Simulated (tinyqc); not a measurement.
From a target level to the width: type-II superlattice in the two-band Kane model. Five cases, with inputs chosen for the exercise.

Problem. Which width a puts the bottom of C1 at the energy below?

Motion along the axis, period d = a + b, c = hbar^2/2m0. Conduction and light-hole bands couple: (E - Ec)(E - Ev) = Ep c k^2 in each layer, with mass m(E) = (E - Ev)/Ep, which may be negative. The conduction envelope psi and psi'/m(E) are continuous; a layer carries them by [[cos kt, (m/k) sin kt], [-(k/m) sin kt, cos kt]] (cosh and sinh for k^2 < 0), and cos(q d) = tr(M_B M_A)/2. C1 is the first miniband above EvB, with its bottom at tr/2 = +1 and its top at -1; the gap is the bottom of C1 less the top heavy-hole level HH1.

Constants: hbar^2/2m0 = 3.80998211 eV angstrom^2.

Case 1.

Values chosen (near those of an InAs/GaSb superlattice; not measured data):
- b = 48 angstrom (layer B)
- EcA = 0 eV (conduction edge of A)
- EvA = -0.413 eV (valence edge of A)
- EcB = 0.961 eV (conduction edge of B)
- EvB = 0.156 eV (valence edge of B)
- EpA = 14.2 eV (coupling energy in A)
- EpB = 18.3 eV (coupling energy in B)

bottom of C1 = 0.358182 eV

Case 2.

Values chosen (near those of an InAs/GaSb superlattice; not measured data):
- b = 21 angstrom (layer B)
- EcA = 0 eV (conduction edge of A)
- EvA = -0.419 eV (valence edge of A)
- EcB = 0.914 eV (conduction edge of B)
- EvB = 0.109 eV (valence edge of B)
- EpA = 14.4 eV (coupling energy in A)
- EpB = 17.7 eV (coupling energy in B)

bottom of C1 = 0.162796 eV

Case 3.

Values chosen (near those of an InAs/GaSb superlattice; not measured data):
- b = 38 angstrom (layer B)
- EcA = 0 eV (conduction edge of A)
- EvA = -0.41 eV (valence edge of A)
- EcB = 0.957 eV (conduction edge of B)
- EvB = 0.133 eV (valence edge of B)
- EpA = 14.1 eV (coupling energy in A)
- EpB = 18.3 eV (coupling energy in B)

bottom of C1 = 0.229739 eV

Case 4.

Values chosen (near those of an InAs/GaSb superlattice; not measured data):
- b = 54 angstrom (layer B)
- EcA = 0 eV (conduction edge of A)
- EvA = -0.409 eV (valence edge of A)
- EcB = 0.919 eV (conduction edge of B)
- EvB = 0.118 eV (valence edge of B)
- EpA = 14.6 eV (coupling energy in A)
- EpB = 18.1 eV (coupling energy in B)

bottom of C1 = 0.357150 eV

Case 5.

Values chosen (near those of an InAs/GaSb superlattice; not measured data):
- b = 58 angstrom (layer B)
- EcA = 0 eV (conduction edge of A)
- EvA = -0.414 eV (valence edge of A)
- EcB = 0.945 eV (conduction edge of B)
- EvB = 0.143 eV (valence edge of B)
- EpA = 14.3 eV (coupling energy in A)
- EpB = 17.7 eV (coupling energy in B)

bottom of C1 = 0.460409 eV

Find: k in A; kappa in B; a.

Solution. At q = 0 the state is even in both layers: (k/m_A) tan(k a/2) = (kappa/m_B) tanh(kappa b/2) with the masses at that energy; the first branch of the arctangent gives a.

Case 1.

k in A = 0.07145 1/angstrom
kappa in B = 0.04181 1/angstrom
a = 32.0 angstrom

Case 2.

k in A = 0.04155 1/angstrom
kappa in B = 0.02448 1/angstrom
a = 53.0 angstrom

Case 3.

k in A = 0.05231 1/angstrom
kappa in B = 0.03177 1/angstrom
a = 47.0 angstrom

Case 4.

k in A = 0.07014 1/angstrom
kappa in B = 0.04414 1/angstrom
a = 32.0 angstrom

Case 5.

k in A = 0.08596 1/angstrom
kappa in B = 0.04776 1/angstrom
a = 24.0 angstrom

Computed by tinyqc, one run a case: `OMP_NUM_THREADS=1 python tinyqc.py N N+1 out.jsonl` with N = 1250527, 1250542, 1250549, 1250632, 1250642; one thread of a shared Intel(R) Xeon(R) Processor @ 2.30GHz, about 0.06 s a run at most.
